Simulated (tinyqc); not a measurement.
# Self-heating of a transistor with one or more fingers, with temperature-dependent conductivity, step by step

A worked calculation. Computed by tinyqc, a small Python program that keeps every step. Command: `OMP_NUM_THREADS=1 python tinyqc.py 3026921 3026922 out.jsonl selfheat walk`. One thread of a shared host (Intel(R) Xeon(R) Processor @ 2.30GHz), about 0.06 s of CPU time with the checks. Intermediate numbers are printed to about 7 digits and carried at full precision; extremes and crossings named in words are read from the listed rows.

N long parallel fingers lie on the top face of a slab whose bottom is held at T_0; the top is otherwise insulated, and heat flows in two dimensions. P in W/mm is 1000 P in W/m.

Inputs (values chosen for the exercise, modelled on silicon carbide):
```
quantity                                      value           unit
conductivity at the base temperature kappa_0    295        W/(m K)
exponent m in kappa ~ T^-m                     1.42              -
base temperature T_0                            358              K
power per gate width P                          4.1           W/mm
fingers N                                         6              -
finger pitch s                                   26     micrometre
width of the heat source w                      1.2     micrometre
substrate thickness t                            81     micrometre
phonon free path Lambda                         120             nm
heat capacity C                                2.12  1e6 J/(m^3 K)
pulse length                                    2.3    microsecond
power coefficient beta                         0.52         1e-3/K
```

Power: power rises with temperature.

## Geometry factors

A line source of power P on the top face raises the top at distance x by (P/(pi kappa_0)) g(x), g(x) = -ln tanh(pi x/(4 t)) (the image sum for the slab). On a strip of width w the centre sees the mean of g over the strip, g_0 = 1 + ln(8 t/(pi w)) for w much below t.

own factor g_0 = 6.146839

g(j s), j = 1..7: 1.398794  0.764818  0.448011  0.267743  0.161101  0.097169  0.058659

## Linear temperature rise of each finger

theta_i = (P/(pi kappa_0)) [g_0 + sum over j != i of g(|i - j| s)], with equal powers and constant conductivity; thermal resistance = largest theta/P.

theta of each finger (K): 40.64434  46.11986  48.31890  48.31890  46.11986  40.64434

largest theta = 48.31890 K

thermal resistance = 11.78510 K mm/W

The neighbours supply 44 % of the rise of the hottest finger, which runs 7.7 K above the outer ones.

## Correction for the falling conductivity

Kirchhoff transformation for kappa = kappa_0 (T/T_0)^-m: T = T_0 [1 - (m - 1) theta/T_0]^(-1/(m - 1)), where theta is the linear rise. The bracket vanishes at the power P T_0/((m - 1) theta).

peak temperature = 411.3640 K

true rise = 53.36401 K

true rise / linear rise = 1.104413

power at which the formula diverges = 72.32702 W/mm

The falling conductivity adds 10.4 % to the rise.

## Extra rise from ballistic phonons

Near a source smaller than the free path, Fourier's law overstates the flow. Rough estimate: a strip that emits phonons into a half space adds a resistance times area of 4 Lambda/(3 kappa_0), from the ballistic flux C v Delta T/4 with kappa_0 = C v Lambda/3, so Delta T_b = 4 Lambda P/(3 kappa_0 w); Knudsen number Lambda/w.

Knudsen number = 0.1

ballistic rise Delta T_b = 1.853107 K

Delta T_b / largest theta = 0.03835160

By this estimate the ballistic term is at most a fifth of the Fourier rise.

## Electrothermal feedback

The power follows P [1 + beta (T - T_0)] with T the peak temperature, for all fingers alike. Start at T_0 and repeat; stop when T changes by less than 1e-6 K, after 50 steps, or when the bracket falls below 0.05.

Iterations:
```
step  power (W/mm)     T (K)    change (K)
1         4.100000  411.3640  5.336401e+01
2         4.213772  413.0019  1.637879e+00
3         4.217264  413.0523  5.041709e-02
4         4.217372  413.0539  1.552075e-03
5         4.217375  413.0539  4.778027e-05
6         4.217375  413.0539  1.470905e-06
7         4.217375  413.0539  4.528147e-08
```

converged (1 yes, 0 no) = 1

peak temperature with feedback = 413.0539 K

Converged in 7 steps; feedback adds 1.7 K.

## Rise at the end of a pulse

After switching on, theta(tau) = (P D/kappa_0) int_0^tau X(u) Z(u) du at the hottest finger, D = kappa_0/C; X = sum over fingers at distance x of [erf((x + w/2)/r) - erf((x - w/2)/r)]/(2 w), Z = sum_(j=-200..200) (-1)^j exp(-(2 j t/r)^2)/sqrt(pi D u), r = 2 sqrt(D u); trapezoid rule on 300 points evenly spaced in ln u from u_0 = 1e-3 min(tau, w^2/D) to tau, plus the exact piece 2 sqrt(u_0/(pi D))/w below u_0. Conductivity and power are held at their base values here, and Fourier's law is used even where the diffusion length is near a phonon free path.

diffusivity D = 139.1509 micrometre^2/microsecond

diffusion length sqrt(D tau) = 17.88986 micrometre

linear rise after the pulse = 23.756 K

share of the steady rise = 0.4916

## Rise against time

The formulas are those given above.

Heating curve:
```
time (microsecond)  sqrt(D time) (micrometre)  rise (K)  share of the steady rise
4.70e-05                           0.08087085    1.0569                   0.02187
4.70e-04                            0.2557361    3.2842                   0.06797
0.0047                              0.8087085    7.6336                     0.158
0.047                                2.557361    12.638                    0.2615
0.47                                 8.087085    17.821                    0.3688
2.4                                  18.27463    23.987                    0.4964
9.4                                  36.16654    34.142                    0.7066
28                                   62.41976    44.108                    0.9128
71                                   99.39677    47.993                    0.9933
```

Half the steady rise is reached between 2.4 and 9.4 microseconds, and the last row holds 99.3 % of it; the slowest time constant is 4 t^2/(pi^2 D) = 19.1 microseconds. While the diffusion length lies between w and the pitch or thickness, the rise grows as the logarithm of time; once it nears the pitch of 26 micrometre the neighbours add their heat.

Checks made by the program: g(s) against the alternating image sum (relative difference 9e-07); Kirchhoff integral of kappa/kappa_0 from T_0 to T (relative difference below 1e-10); long-time limit against the steady rise (relative difference 1e-05).
